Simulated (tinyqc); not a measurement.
Comparisons within one model: cyclotron resonance of ellipsoidal valleys, Ge type. A value that a table varies takes the place of the one given here.

Valleys along [111], [-111], [1-11], [11-1], mass ml along the axis and mt across it. B lies in the (1-10) plane, b = (sin(theta)/sqrt2, sin(theta)/sqrt2, cos(theta)). For the angle phi between B and the axis, 1/mc^2 = cos^2(phi)/mt^2 + sin^2(phi)/(mt ml). Resonance: h nu = 2 muB B/mc, h = 2 pi hbar.

Constants: hbar = 6.58211957e-16 eV s; muB = 5.788381798e-05 eV/T.

Values chosen for the exercise (near those of Ge; shifted at random, so the results belong to these values and not to a real crystal): ml = 1.653 m0 (longitudinal mass); mt = 0.084 m0 (transverse mass); ths = (0, 15, 30, 45, 60, 75, 90) degrees (angles); g1 = 13.4 (Luttinger gamma1); g2 = 4.25 (gamma2); g3 = 5.68 (gamma3); theta = 19 degrees (angle of B from [001] towards [110]); nu = 24 GHz (microwave frequency).

## Rotating the field

mc against theta; [-111] and [1-11] stay equal in this plane.

Cyclotron masses (m0):
```
theta (degrees),[111],[-111],[11-1]
0,0.1386,0.1386,0.1386
15,0.1074,0.1428,0.2070
30,0.0920,0.1565,0.3464
45,0.0852,0.1837,0.3008
60,0.0843,0.2331,0.1803
75,0.0892,0.3130,0.1268
90,0.1016,0.3726,0.1016
```

How do the results move?

All valleys give one line at theta = 0, B along [001], with mc = 0.1386. The [111] valley reaches mt at 54.7 degrees, and [11-1] reaches its largest value sqrt(ml mt) = 0.3726 at 35.3 degrees, where B is perpendicular to it; the listed maximum of that branch is 0.3464. The pair [-111], [1-11] reaches the same value at 90 degrees.

## Heavy and light holes (cyclotron masses of warped hole bands)

E = c k^2 f(n) with f = g1 -/+ 2 sqrt(g2^2 + 3 (g3^2 - g2^2)(nx^2 ny^2 + ny^2 nz^2 + nz^2 nx^2)). For the orbit through k = 0 perpendicular to b = (sin(theta)/sqrt2, sin(theta)/sqrt2, cos(theta)), mc is the mean of 1/f over the directions n in that plane (180 evenly spaced angles). Quantum effects of the lowest levels are left out.

Cyclotron masses (m0):
```
theta (degrees),heavy,light
0,0.2782,0.0435
15,0.2943,0.0430
30,0.3350,0.0422
45,0.3679,0.0416
60,0.3719,0.0415
75,0.3674,0.0418
90,0.3655,0.0420
```

How do the results move?

The heavy mass varies by 34 % over the table, with its largest listed value at 60 degrees ([111] lies at 54.7) and its smallest at 0; the light mass varies by 4.7 %. The warping term enters both with the same size, but it is set against a small inverse mass in one and a large one in the other (along [111], g1 - 2 g3 = 2.04 and g1 + 2 g3 = 24.76).

## What each parameter does

Resonance fields B = h nu mc/(2 muB) of the valleys [111], [-111] and [11-1]. Each row changes one parameter from the base and keeps the others.

Results:
```
case,[111] (T),[-111] (T),[11-1] (T)
base,0.0876,0.1247,0.2035
ml = 1.901 m0,0.0877,0.1256,0.2086
mt = 0.076 m0,0.0793,0.1134,0.1875
theta = 23 degrees,0.0839,0.1275,0.2353
nu = 26.4 GHz,0.0963,0.1371,0.2238
```

What does this show?

The largest shifts from the base row, up to three for each result and ties (the steps differ in size, so this ranks the rows, not the parameters). [111] (T): nu +0.0088, mt -0.0082, theta -0.0037. [-111] (T): nu +0.0125, mt -0.0113, theta +0.0029. [11-1] (T): theta +0.0319, nu +0.0203, mt -0.0160.

Program tinyqc; command `OMP_NUM_THREADS=1 python tinyqc.py 1250962 1250963 out.jsonl`; about 0.01 s on one thread of a shared Intel(R) Xeon(R) Processor @ 2.30GHz.
